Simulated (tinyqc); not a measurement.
Capacitance of parallel on-chip lines from Laplace's equation on a mesh: one step of the calculation.

Cross-section of an endless row of equal lines between two grounded planes; neighbours are driven in antiphase (+1 V and -1 V), so the plane midway between two lines is at 0 V. By symmetry one quarter is solved: x runs from the centre of a line (column 0, mirror) to that midplane (column 5, 0 V), y from the mid-height of the line (row 0, mirror) to the ground plane (row 5, 0 V). The line fills columns 0 to 2 and rows 0 to 2 at 1 V. Cells beside the line (below row 2) have e2, cells above have e1. Each link between nodes has the conductance g = mean permittivity of the two cells beside it (a cell beyond a mirror counts as 0), and the free nodes obey sum g (V_neighbour - V) = 0.

Task. Link conductances. gx[j, i] joins node (row j, column i) to column i + 1, gy[j, i] to row j + 1.

Values chosen for this exercise: relative permittivity above and below the lines e1 = 4.2; relative permittivity between the lines e2 = 3.9.

Find: gx; gy.

Result.

gx:
```
        col 0   col 1   col 2   col 3   col 4
row 0  1.9500  1.9500  1.9500  1.9500  1.9500
row 1  3.9000  3.9000  3.9000  3.9000  3.9000
row 2  4.0500  4.0500  4.0500  4.0500  4.0500
row 3  4.2000  4.2000  4.2000  4.2000  4.2000
row 4  4.2000  4.2000  4.2000  4.2000  4.2000
row 5  2.1000  2.1000  2.1000  2.1000  2.1000
```

gy:
```
        col 0   col 1   col 2   col 3   col 4   col 5
row 0  1.9500  3.9000  3.9000  3.9000  3.9000  1.9500
row 1  1.9500  3.9000  3.9000  3.9000  3.9000  1.9500
row 2  2.1000  4.2000  4.2000  4.2000  4.2000  2.1000
row 3  2.1000  4.2000  4.2000  4.2000  4.2000  2.1000
row 4  2.1000  4.2000  4.2000  4.2000  4.2000  2.1000
```

Numbers from tinyqc (`OMP_NUM_THREADS=1 python tinyqc.py 2790131 2790132 out.jsonl`; about 0.8 s on one thread of a shared Intel Xeon 2.30GHz).
